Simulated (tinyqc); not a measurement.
# p-type polysilicon, carrier trapping at grain boundaries: effects of single changes

One-dimensional grains of size Lg, uniform ionised doping N, monovalent traps Qt at each boundary at a depth Et below (for electrons) or above (for holes) the band edge there, abrupt depletion of width W on each side of a boundary, Boltzmann statistics. xi is the distance from the band edge at the grain centre to the Fermi level. Trapped charge Qt/(1 + exp((xi + VB - Et)/Vt)) = 2 N W, barrier VB = q N W^2/(2 eps0 eps_r).

Parameters, values chosen for the exercise; values of the order met in polycrystalline silicon:
```
symbol    value        unit                                                              meaning
T           300           K                                                          temperature
eps_r      11.7                                                            relative permittivity
NB      2.65e19       cm^-3                                  valence-band density of states at T
Lg           26          nm                                                           grain size
Qt       2.5e12       cm^-2                                     trap density of a grain boundary
Et         0.36          eV  depth of the trap level from the majority band edge at the boundary
ms         0.31          m0                                         mass for thermionic emission
fe         0.25                                           correction factor of the emission rate
mug         210  cm^2/(V s)                                           mobility inside the grains
N        5.1e17       cm^-3                                                               doping
```

Constants: q = 1.602176634e-19 C, kB = 1.380649e-23 J/K, m0 = 9.1093837015e-31 kg, Vt = kB T/q, eps0 = 8.8541878128e-14 F/cm where lengths are in cm. Results are converted to the units shown.

Each table varies one quantity; the others keep the values above.

## Effect of the doping

If the trap equation with xi = Vt ln(NB/N) has a root W < Lg/2, the grain is partly depleted; otherwise W = Lg/2 and the trap equation gives xi = Et - VB + Vt ln(Qt/(N Lg) - 1). N* = Qt/Lg. n0 = NB exp(-xi/Vt); mean density n0 (1 - 2 W/Lg) by charge balance in a partly depleted grain, and n0 (sqrt(pi)/2) erf(u)/u with u = sqrt(VB/Vt) in a fully depleted one; v = sqrt(kB T/(2 pi ms m0)); barrier resistivity Vt exp(VB/Vt)/(q fe n0 v Lg); grain resistivity (1 - 2 W/Lg)/(q n0 mug); effective mobility 1/(q mean density total resistivity). Rows with xi above 0.45 V, towards mid-gap, are left out, since the other carrier type is ignored.

Results:

| N (cm^-3) | N/N* | depleted share 2 W/Lg | VB (V) | xi (V) | mean density (cm^-3) | resistivity (ohm cm) | effective mobility (cm^2/(V s)) |
|---|---|---|---|---|---|---|---|
| 4.8e16 | 0.04992 | 1.000 | 0.006273 | 0.4299 | 1.470e12 | 4.119e4 | 103.1 |
| 8.5e16 | 0.08840 | 1.000 | 0.01111 | 0.4092 | 3.091e12 | 2.232e4 | 90.50 |
| 2.6e17 | 0.2704 | 1.000 | 0.03398 | 0.3517 | 2.266e13 | 5839 | 47.17 |
| 4.7e17 | 0.4888 | 1.000 | 0.06142 | 0.2997 | 1.363e14 | 2263 | 20.23 |
| 8.2e17 | 0.8528 | 1.000 | 0.1072 | 0.2074 | 3.765e15 | 373.5 | 4.438 |
| 1.4e18 | 1.456 | 0.6865 | 0.08622 | 0.07602 | 4.389e17 | 1.037 | 13.71 |
| 2.6e18 | 2.704 | 0.3698 | 0.04647 | 0.06002 | 1.639e18 | 0.1264 | 30.13 |
| 4.5e18 | 4.680 | 0.2137 | 0.02685 | 0.04584 | 3.538e18 | 0.03745 | 47.10 |
| 8e18 | 8.320 | 0.1202 | 0.01510 | 0.03096 | 7.038e18 | 0.01479 | 59.97 |

Estimate the missing row, N = 1.5e17 cm^-3.

Computed row:

| N (cm^-3) | N/N* | depleted share 2 W/Lg | VB (V) | xi (V) | mean density (cm^-3) | resistivity (ohm cm) | effective mobility (cm^2/(V s)) |
|---|---|---|---|---|---|---|---|
| 1.5e17 | 0.1560 | 1.000 | 0.01960 | 0.3840 | 7.454e12 | 1.171e4 | 71.52 |

With this row back in the table: As N goes from 4.8e16 to 8e18, VB goes from 0.00627 through a maximum of 0.107 (at N = 8.2e17 among the rows listed) to 0.0151 V, the resistivity falls from 41200 to 0.0148 ohm cm and the effective mobility goes from 103 through a minimum of 4.44 (at N = 8.2e17 among the rows listed) to 60.0 cm^2/(V s). The steepest fall of the resistivity among the rows, as N^(-11.0), lies between N = 8.2e17 and 1.4e18 cm^-3; N* = 9.62e17 cm^-3. While the grain is fully depleted VB grows as N; once the traps are full it falls as 1/N. For N = 2.6e18, 4.5e18, 8e18 xi is under 2.5 Vt, where Boltzmann statistics begin to fail. For N = 4.8e16, 8.5e16, 1.5e17, 8e18 VB is below Vt, where abrupt depletion and thermionic emission are rough. For N = 1.4e18 the grain is near the changeover between partial and full depletion, within a few Debye lengths, where both limits are rough.

## Effect of the grain size

Same model as above.

N* = Qt/Lg.

Effect of the grain size:

| Lg (nm) | N/N* | depleted share 2 W/Lg | VB (V) | xi (V) | mean density (cm^-3) | resistivity (ohm cm) | effective mobility (cm^2/(V s)) |
|---|---|---|---|---|---|---|---|
| 10 | 0.2040 | 1.000 | 0.009860 | 0.3853 | 7.896e12 | 2.195e4 | 36.01 |
| 17 | 0.3468 | 1.000 | 0.02849 | 0.3479 | 2.763e13 | 6234 | 36.24 |
| 31 | 0.6324 | 1.000 | 0.09475 | 0.2512 | 7.335e14 | 1055 | 8.065 |
| 53 | 1.081 | 0.8440 | 0.1973 | 0.1021 | 7.958e16 | 101.8 | 0.7702 |
| 94 | 1.918 | 0.4758 | 0.1973 | 0.1021 | 2.673e17 | 57.44 | 0.4065 |
| 160 | 3.264 | 0.2796 | 0.1973 | 0.1021 | 3.674e17 | 33.77 | 0.5031 |
| 290 | 5.916 | 0.1542 | 0.1973 | 0.1021 | 4.313e17 | 18.66 | 0.7756 |
| 500 | 10.20 | 0.08946 | 0.1973 | 0.1021 | 4.644e17 | 10.85 | 1.239 |

Read the table: what changes, and by how much?

As Lg goes from 10 to 500, VB rises from 0.00986 to 0.197 V, the resistivity falls from 22000 to 10.8 ohm cm and the effective mobility moves up and down between 0.407 and 36.2 cm^2/(V s). For Lg = 10 VB is below Vt, where abrupt depletion and thermionic emission are rough. For Lg = 53 the grain is near the changeover between partial and full depletion, within a few Debye lengths, where both limits are rough.

Program tinyqc, `OMP_NUM_THREADS=1 python tinyqc.py 2830211 2830212 out.jsonl`; Intel Xeon 2.30GHz, shared host, one thread, about 0.01 s.
